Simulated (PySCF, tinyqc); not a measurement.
Worked calculation: MP2 on RHF in the 6-31g basis, for H4, spin multiplicity 1. The lowest restricted solution is unstable here: a spin-polarised one lies 0.0747 hartree lower (PySCF). One step of it, computed by the program tinyqc.

Task: Iteration 6 (converged): orbitals. Diagonalise F' = X^T F X, C = X C', fill 2 alpha and 2 beta electrons from the bottom; D = 2 C_occ C_occ^T. Each column has its largest component positive (the first on a tie).

converged F (hartree), lower triangle:
```
           1H 1s      1H 2s      2H 1s      2H 2s      3H 1s      3H 2s      4H 1s      4H 2s
1H 1s  -0.044712
1H 2s  -0.525491  -0.461974
2H 1s  -0.322702  -0.397343  -0.044712
2H 2s  -0.397343  -0.434579  -0.525491  -0.461974
3H 1s  -0.472996  -0.489903  -0.218364  -0.351707  -0.044712
3H 2s  -0.489903  -0.489737  -0.351707  -0.440605  -0.525491  -0.461974
4H 1s  -0.218364  -0.351707  -0.472996  -0.489903  -0.322702  -0.397343  -0.044712
4H 2s  -0.351707  -0.440605  -0.489903  -0.489737  -0.397343  -0.434579  -0.525491  -0.461974
```

X, lower triangle:
```
           1H 1s      1H 2s      2H 1s      2H 2s      3H 1s      3H 2s      4H 1s     4H 2s
1H 1s   1.270235
1H 2s  -0.526413   2.302436
2H 1s  -0.052395   0.024881   1.270235
2H 2s   0.024881  -0.951481  -0.526413   2.302436
3H 1s  -0.059567   0.026934   0.041435   0.000561   1.270235
3H 2s   0.026934  -0.967998   0.000561   0.417037  -0.526413   2.302436
4H 1s   0.041435   0.000561  -0.059567   0.026934  -0.052395   0.024881   1.270235
4H 2s   0.000561   0.417037   0.026934  -0.967998   0.024881  -0.951481  -0.526413  2.302436
```

Give: F' = X^T F X; orbital energies; coefficients C; D after iteration 6.

Result:

F' = X^T F X (hartree), lower triangle:
```
         1        2        3        4        5        6        7       8
1   0.5272
2  -0.5756   0.2902
3  -0.1856  -0.0516   0.5272
4  -0.0516  -0.1365  -0.5756   0.2902
5  -0.3132  -0.1326   0.0442  -0.0352   0.5272
6  -0.1326  -0.1938  -0.0352  -0.0288  -0.5756   0.2902
7   0.0442  -0.0352  -0.3132  -0.1326  -0.1856  -0.0516   0.5272
8  -0.0352  -0.0288  -0.1326  -0.1938  -0.0516  -0.1365  -0.5756  0.2902
```

orbital energies (hartree): MO1 -0.7963, MO2 -0.3146, MO3 0.0193, MO4 0.3418, MO5 0.7999, MO6 0.9317, MO7 0.9676, MO8 1.3200

coefficients C:
```
          MO1      MO2      MO3      MO4      MO5      MO6      MO7      MO8
1H 1s  0.2301   0.2229   0.1703   0.1105   0.6025  -0.6263  -0.6503  -0.7602
1H 2s  0.1351   0.5066   0.5886   1.8555  -0.4449   0.8279   0.7924   1.4214
2H 1s  0.2301  -0.2229   0.1703  -0.1105   0.6025   0.6263  -0.6503   0.7602
2H 2s  0.1351  -0.5066   0.5886  -1.8555  -0.4449  -0.8279   0.7924  -1.4214
3H 1s  0.2301   0.2229  -0.1703  -0.1105   0.6025  -0.6263   0.6503   0.7602
3H 2s  0.1351   0.5066  -0.5886  -1.8555  -0.4449   0.8279  -0.7924  -1.4214
4H 1s  0.2301  -0.2229  -0.1703   0.1105   0.6025   0.6263   0.6503  -0.7602
4H 2s  0.1351  -0.5066  -0.5886   1.8555  -0.4449  -0.8279  -0.7924   1.4214
```

D after iteration 6, lower triangle:
```
         1H 1s    1H 2s    2H 1s    2H 2s    3H 1s    3H 2s   4H 1s   4H 2s
1H 1s   0.2053
1H 2s   0.2881   0.5499
2H 1s   0.0065  -0.1637   0.2053
2H 2s  -0.1637  -0.4769   0.2881   0.5499
3H 1s   0.2053   0.2881   0.0065  -0.1637   0.2053
3H 2s   0.2881   0.5499  -0.1637  -0.4769   0.2881   0.5499
4H 1s   0.0065  -0.1637   0.2053   0.2881   0.0065  -0.1637  0.2053
4H 2s  -0.1637  -0.4769   0.2881   0.5499  -0.1637  -0.4769  0.2881  0.5499
```
